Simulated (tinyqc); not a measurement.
# Free and trapped electrons in a MOS channel with a dense trap tail: what changes with what

p-type body, charge-sheet picture, full ionisation (an idealisation for deep acceptors), Boltzmann statistics for free electrons. e = Ec - EF at the surface. Acceptor-like traps of density D(E) = D0 + De exp(-E/Ew) at depth E below Ec, from 0 to Eu, hold n_t = integral of D(E)/(1 + exp((e - E)/Vt)). psi = Eg - Vt ln(Nv/Na) - e; N_dep = sqrt(2 eps0 eps_r Na (psi - Vt)/q); n_f = sqrt(N_dep^2 + 2 eps0 eps_r Vt Nc exp(-e/Vt)/q) - N_dep; Vg = Vfb + psi + q (N_dep + n_t + n_f)/Cox, Cox = eps0 eox/tox.

Parameters, values chosen for the exercise; band and dielectric values close to those of 4H silicon carbide:

| symbol | value | unit | meaning |
|---|---|---|---|
| T | 250 | K | temperature |
| Eg | 3.22 | eV | band gap |
| eps_r | 9.77 |  | relative permittivity |
| Nc | 1.29e19 | cm^-3 | conduction-band density of states at T |
| Nv | 1.88e19 | cm^-3 | valence-band density of states at T |
| eox | 3.9 |  | relative permittivity of the insulator |
| tox | 56 | nm | insulator thickness |
| Na | 5.1e16 | cm^-3 | acceptor density |
| Vfb | -2.8 | V | flat-band voltage without trapped charge |
| D0 | 4.1e10 | cm^-2 eV^-1 | constant background density of acceptor-like traps |
| De | 6e13 | cm^-2 eV^-1 | density of the tail at the conduction edge |
| Ew | 0.12 | eV | decay energy of the tail |
| Eu | 0.92 | eV | depth below Ec down to which the traps reach |
| mf | 150 | cm^2/(V s) | mobility of free electrons |

Constants: q = 1.602176634e-19 C, kB = 1.380649e-23 J/K, Vt = kB T/q, eps0 = 8.8541878128e-14 F/cm where lengths are in cm. Results are converted to the units shown.

Each table varies one quantity; the others keep the values above.

## Free and trapped charge against gate voltage

Free share n_f/(n_f + n_t); swing ln 10 n_f/(dn_f/dVg); field-effect mobility mf q (dn_f/dVg)/Cox, for a constant mf; oxide field q (N_dep + n_t + n_f)/(eps0 eox).

Result of one run:

| Vg (V) | e (eV) | n_f (cm^-2) | n_t (cm^-2) | free share (%) | swing (mV/decade) | field-effect mobility (cm^2/(V s)) | oxide field (MV/cm) |
|---|---|---|---|---|---|---|---|
| 23.7 | -0.005938 | 1.075e12 | 6.630e12 | 13.95 | 1.002e4 | 96.30 | 4.179 |

What becomes of these results when the gate voltage Vg is changed from 23.7 to 14.3 V, all else the same?

Result of the changed run:

| Vg (V) | e (eV) | n_f (cm^-2) | n_t (cm^-2) | free share (%) | swing (mV/decade) | field-effect mobility (cm^2/(V s)) | oxide field (MV/cm) |
|---|---|---|---|---|---|---|---|
| 14.3 | 0.07352 | 3.792e10 | 4.097e12 | 0.9171 | 4505 | 7.553 | 2.514 |

The whole series:

| Vg (V) | e (eV) | n_f (cm^-2) | n_t (cm^-2) | free share (%) | swing (mV/decade) | field-effect mobility (cm^2/(V s)) | oxide field (MV/cm) |
|---|---|---|---|---|---|---|---|
| 4.9 | 0.2987 | 1.156e6 | 6.525e11 | 1.772e-4 | 763.7 | 0.001359 | 0.8761 |
| 7.2 | 0.1987 | 1.180e8 | 1.477e12 | 0.007990 | 1648 | 0.06428 | 1.269 |
| 9.6 | 0.1414 | 1.666e9 | 2.365e12 | 0.07042 | 2602 | 0.5747 | 1.687 |
| 11.9 | 0.1037 | 9.509e9 | 3.219e12 | 0.2945 | 3528 | 2.419 | 2.091 |
| 14.3 | 0.07352 | 3.792e10 | 4.097e12 | 0.9171 | 4505 | 7.553 | 2.514 |
| 16.6 | 0.04990 | 1.101e11 | 4.895e12 | 2.199 | 5475 | 18.04 | 2.921 |
| 19 | 0.02870 | 2.764e11 | 5.640e12 | 4.672 | 6591 | 37.63 | 3.346 |
| 21.3 | 0.01068 | 5.762e11 | 6.215e12 | 8.484 | 7941 | 65.11 | 3.753 |
| 23.7 | -0.005938 | 1.075e12 | 6.630e12 | 13.95 | 1.002e4 | 96.30 | 4.179 |

n_f reaches 1e11 cm^-2 at Vg = 16.4 V, against 3.85 V without traps. The free share rises from 1.77e-4 to 13.9 % and the field-effect mobility rises from 0.00136 to 96.3 cm^2/(V s), although mf = 150 is constant: in the last row 64.2 % of Cox dVg goes into free electrons. The swing in the first row is 764 mV a decade (Vt ln 10 = 49.6). For Vg = 19, 21.3, 23.7 EF lies less than 2 Vt below the band edge, or above it, where degeneracy and confinement, left out, matter.

## Effect of the acceptor density

Vfb is held fixed. VT is the Vg for n_f = 1e11 cm^-2; swing ln 10 n_f/(dn_f/dVg) at n_f = 1e8 cm^-2; the last three columns are for Vg = VT + 4.5 V, with free share n_f/(n_f + n_t) and field-effect mobility mf q (dn_f/dVg)/Cox; there EF is near the band edge, where Boltzmann statistics are rough.

Result of one run:

| Na (cm^-3) | e at VT (eV) | VT (V) | q n_t/Cox at VT (V) | swing (mV/decade) | n_f (cm^-2) | free share (%) | field-effect mobility (cm^2/(V s)) |
|---|---|---|---|---|---|---|---|
| 2e15 | 0.08421 | 10.83 | 9.783 | 1193 | 4.358e11 | 7.810 | 41.70 |

What becomes of these results when the acceptor density Na is changed from 2e15 to 6e15 cm^-3, all else the same?

Result of the changed run:

| Na (cm^-3) | e at VT (eV) | VT (V) | q n_t/Cox at VT (V) | swing (mV/decade) | n_f (cm^-2) | free share (%) | field-effect mobility (cm^2/(V s)) |
|---|---|---|---|---|---|---|---|
| 6e15 | 0.07384 | 12.19 | 10.62 | 1316 | 4.560e11 | 7.728 | 46.12 |

The whole series:

| Na (cm^-3) | e at VT (eV) | VT (V) | q n_t/Cox at VT (V) | swing (mV/decade) | n_f (cm^-2) | free share (%) | field-effect mobility (cm^2/(V s)) |
|---|---|---|---|---|---|---|---|
| 1e15 | 0.09031 | 10.15 | 9.318 | 1123 | 4.231e11 | 7.834 | 39.36 |
| 2e15 | 0.08421 | 10.83 | 9.783 | 1193 | 4.358e11 | 7.810 | 41.70 |
| 6e15 | 0.07384 | 12.19 | 10.62 | 1316 | 4.560e11 | 7.728 | 46.12 |
| 1e16 | 0.06878 | 12.96 | 11.04 | 1378 | 4.658e11 | 7.682 | 48.56 |
| 3e16 | 0.05758 | 15.07 | 12.02 | 1524 | 4.913e11 | 7.631 | 55.24 |
| 8e16 | 0.04731 | 17.68 | 12.96 | 1672 | 5.262e11 | 7.745 | 64.04 |
| 2e17 | 0.03758 | 21.08 | 13.85 | 1829 | 5.800e11 | 8.134 | 76.33 |
| 5e17 | 0.02776 | 25.93 | 14.74 | 2008 | 6.667e11 | 8.938 | 93.10 |

As Na goes from 1e15 to 5e17, VT rises from 10.2 to 25.9 V, its part due to traps rises from 9.32 to 14.7 V, the swing rises from 1120 to 2010 mV/decade and the field-effect mobility rises from 39.4 to 93.1 cm^2/(V s). Most of the rise of VT is depletion charge; the trap part grows since the same n_f needs EF nearer the band edge at heavier doping. For Na = 2e17, 5e17 e is under 2 Vt already at VT, so VT too is rough.

Computed by the program tinyqc: `OMP_NUM_THREADS=1 python tinyqc.py 2222036 2222037 out.jsonl`, one thread of a shared Intel Xeon 2.30GHz, about 0.04 s for the whole run.
